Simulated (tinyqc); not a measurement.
Electromigration in a confined line: Blech product, Korhonen stress evolution and Black's law: one step, computed by the program tinyqc.

The electron wind pushes atoms from the cathode (x = 0) to the anode (x = L); blocking ends build a back stress (tension positive). The input rho is taken not to change with temperature. d sigma/dt = d/dx [kappa (d sigma/dx + G)], with zero flux at both ends and sigma = 0 at t = 0.

Question. Series terms at the cathode. sigma(x, t) = G L [1/2 - x/L - 4 sum_(m odd) cos(m pi x/L) exp(-m^2 pi^2 s)/(m pi)^2], s = t/tau, summed to m = 399. The terms at x = 0 are 4 exp(-m^2 pi^2 s)/(m pi)^2; tau = L^2/kappa.

Inputs (values chosen for the exercise, close to those used for aluminium lines): critical stress sigma_c = 400 MPa; line length L = 180 um; test temperature T = 330 C; time as a fraction of L^2/kappa, s = 0.017.

Start: stress-free.

stress gradient G = 68.47973 MPa/um

tau = 1.669999 h

Give: terms for m = 1, 3, 5, 7; cathode stress at time s; time t.

Answer.

terms for m = 1, 3, 5, 7: [0.34268, 0.0099474, 2.4442e-04, 2.2236e-06]

cathode stress at time s = 1813.5 MPa

time t = 0.028390 h

Caution: the stress exceeds sigma_c: a void would already have formed and relaxed it, so the value is formal.
